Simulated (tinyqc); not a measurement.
Inside a calculation. Model: undoped symmetric double-gate MOSFET, analytic potential model.

Numbers from tinyqc (`OMP_NUM_THREADS=1 python tinyqc.py 2440103 2440104 out.jsonl`; about 0.02 s on one thread of a shared Intel Xeon 2.30GHz). Printed values are rounded.

An undoped body of thickness ts between two equal insulators and tied gates; long channel, electrons only, n = ni exp((psi - V)/Vt) with V the quasi-Fermi potential (0 at the source, Vd at the drain), constant mobility, no quantisation. Across the body psi(x) = V - 2 Vt ln[(ts/(2 beta)) sqrt(q ni/(2 eps0 eps_r Vt)) cos(2 beta x/ts)], x from the centre. Q is the electron charge per area of the whole body.

Parameters, values chosen for the exercise; material values close to those of silicon:
- T = 300 K (temperature)
- Eg = 1.12 eV (band gap)
- eps_r = 11.8 (relative permittivity of the semiconductor)
- Nc = 2.84e19 cm^-3 (conduction-band density of states at T)
- Nv = 2.62e19 cm^-3 (valence-band density of states at T)
- eox = 22.9 (relative permittivity of the gate insulator)
- tox = 3 nm (insulator thickness)
- ts = 15 nm (body thickness)
- dphi = 0.17 V (gate work function less that of the intrinsic body)
- mu = 590 cm^2/(V s) (channel mobility)
- L = 1 um (gate length)
- Vg = 0.62 V (gate voltage)
- Vd = 1 V (drain voltage)

Constants: q = 1.602176634e-19 C, kB = 1.380649e-23 J/K, Vt = kB T/q, eps0 = 8.8541878128e-14 F/cm where lengths are in cm. Results are converted to the units shown.

## Constants of the body

ni = sqrt(Nc Nv) exp(-Eg/(2 Vt)), Eg in volts; r = eps_r tox/(eox ts); V0 = dphi + 2 Vt ln[(2/ts) sqrt(2 eps0 eps_r Vt/(q ni))].

ni = 1.06715e10 cm^-3
r = 0.103057
V0 = 0.631300 V

## Iteration 1: beta at the source by Newton steps

beta at the start = 1.2

With V = 0: f = ln(beta) - ln(cos beta) + 2 r beta tan(beta) - (Vg - V0)/(2 Vt); f' = 1/beta + tan(beta) + 2 r [tan(beta) + beta/cos^2(beta)]; beta(new) = beta - f/f'.

f = 2.05218
f' = 5.81934
beta after iteration 1 = 0.847352

## Iteration 2: beta at the source by Newton steps

As before.

f = 0.663198
f' = 2.94435
beta after iteration 2 = 0.622108

## Course of the iteration: beta at the source by Newton steps

Stop when beta changes by less than 1e-11, or after 40 iterations. beta must stay between 0 and pi/2.

Course of the iteration:

| iteration | beta | \|change\| |
|---|---|---|
| 1 | 0.847352 | 0.353 |
| 2 | 0.622108 | 0.225 |
| 3 | 0.605865 | 0.0162 |
| 4 | 0.605877 | 1.17e-5 |
| 5 | 0.605877 | 9.68e-12 |

Converged in 5 iterations. At the end the number of correct digits about doubles with each step.

## Charges and drain current

beta_s = 0.605877
beta_d = 3.20224e-9

beta (between 0 and pi/2) solves (Vg - V0 - V)/(2 Vt) = ln(beta) - ln(cos beta) + 2 r beta tan(beta). Q = 8 eps0 eps_r Vt beta tan(beta)/ts; I = mu (1/L)(4 eps0 eps_r/ts)(2 Vt)^2 [g(beta_s) - g(beta_d)] per width, g = beta tan(beta) - beta^2/2 + r beta^2 tan^2(beta), with beta_s at V = 0 and beta_d at V = Vd.

Qs = 60.4666 nC/cm^2
Qd = 1.47718e-15 nC/cm^2
g(beta_s) = 0.254365
g(beta_d) = 5.12718e-18
I = 1.11778 uA/um

The term r beta^2 tan^2(beta), which gives the square law, makes up 7.14 % of g at the source.

## Potential and electron density across the body at the source

| point | x/ts |
|---|---|
| 0 | 0 |
| 1 | 0.1 |
| 2 | 0.2 |
| 3 | 0.3 |
| 4 | 0.4 |
| 5 | 0.45 |
| 6 | 0.5 |

psi(x) as above with V = 0 and beta = beta_s; n = ni exp(psi/Vt).

| point | psi (V) | n (cm^-3) |
|---|---|---|
| 0 | 0.435392 | 2.20035e17 |
| 1 | 0.435773 | 2.23297e17 |
| 2 | 0.436926 | 2.33481e17 |
| 3 | 0.438887 | 2.51880e17 |
| 4 | 0.441720 | 2.81052e17 |
| 5 | 0.443493 | 3.01010e17 |
| 6 | 0.445527 | 3.25645e17 |

The density at the surface is 1.48 times that at the centre (1/cos^2 beta).
